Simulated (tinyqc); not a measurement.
# Changing the second-neighbour bond energy e2

Model: equilibrium crystal shape, supported particles, Gibbs-Thomson effect and coarsening. Computed by tinyqc, a small Python program. Command: `OMP_NUM_THREADS=1 python tinyqc.py 3029568 3029569 out.jsonl wulff sweep`. One thread of a shared host (Intel(R) Xeon(R) Processor @ 2.30GHz), about 0.1 s of CPU time with the checks.

A cubic crystal bounded by {100}, {110} and {111} facets only.

Inputs (values chosen for the exercise, for a model metal):

| quantity | value | unit |
|---|---|---|
| lattice constant a | 3.69 | angstrom |
| first-neighbour bond energy e1 | 0.447 | eV |
| atoms in the particle N | 1000 | - |
| temperature T | 1150 | K |

Surface energies: broken bonds, bcc.

Constants: 1 eV/angstrom^2 = 16.02176634 J/m^2; e = 1.602176634e-19 C; k_B = 8.617333262e-05 eV/K.

Method:
- A cut with normal n breaks sum_R |R.n|/(2 Omega) bonds per area (R over all neighbours of a shell) and makes two surfaces: gamma = sum over shells e_s sum_R |R.n|/(4 Omega). bcc: 8 neighbours a/2 (1,1,1), 6 at a (1,0,0), Omega = a^3/2.
- Wulff construction: the facet planes lie at distances lambda gamma from the centre, and the shape is the region inside all of them; V = (1/3) sum of area x distance. gamma_mean = sum A gamma / sum A; shape factor eta = A/V^(2/3) (4.836 for a sphere). lambda follows from V = N Omega.
- For the Wulff shape mu - mu(bulk) = 2 Omega gamma/h, with gamma and h = lambda gamma the energy and distance of any one facet plane, here (111); the vapour pressure rises by exp[(mu - mu(bulk))/(k_B T)].

One run for each value:

| second-neighbour bond energy e2 (eV) | gamma_mean (J/m^2) | shape factor eta | mu - mu(bulk) (meV) |
|---|---|---|---|
| 0.005 | 0.752 | 5.345 | 143.5 |
| 0.068 | 0.860 | 5.322 | 163.4 |
| 0.130 | 0.969 | 5.286 | 182.8 |
| 0.190 | 1.074 | 5.253 | 201.3 |
| 0.260 | 1.195 | 5.221 | 222.6 |
| 0.320 | 1.296 | 5.200 | 240.5 |
| 0.380 | 1.396 | 5.184 | 258.2 |
| 0.450 | 1.510 | 5.171 | 278.7 |

What does the table show?

Over the rows, gamma_mean (J/m^2) rises from 0.752 to 1.51 (exponent d ln y / d ln x 0.051 between the first rows and 0.46 between the last); shape factor eta falls from 5.35 to 5.17 (exponent d ln y / d ln x -0.0017 between the first rows and -0.014 between the last); mu - mu(bulk) (meV) rises from 144 to 279 (exponent d ln y / d ln x 0.050 between the first rows and 0.45 between the last).

Caution (all rows): below a few thousand atoms edges and corners add to the energy and facets hold few atoms.
